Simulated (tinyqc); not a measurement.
# Trap depth and cross-section from two peaks

Problem. A DLTS peak lies where ew = sn g T^2 exp(-Et/kB T), g = vth Nc/(300 K)^2. Find Et and sn.

Inputs (values chosen for the exercise): conduction-band density of states at 300 K Nc = 4.42e17 cm^-3; thermal velocity at 300 K vth = 4.6e7 cm/s.

Constants: q = 1.602176634e-19 C, kB = 1.380649e-23 J/K. Results are converted to the units shown.

peak temperatures for ew = 5 and 1000 1/s (K): 115.15002  147.04711

Answer. The slope of ln(ew/T^2) against q/kB T is -Et, and the intercept is ln(sn g).

Et = 0.2200 eV
sn = 7.100e-15 cm^2

Numbers from tinyqc (`OMP_NUM_THREADS=1 python tinyqc.py 2050106 2050107 out.jsonl`; about 0.01 s on one thread of a shared Intel Xeon 2.30GHz).
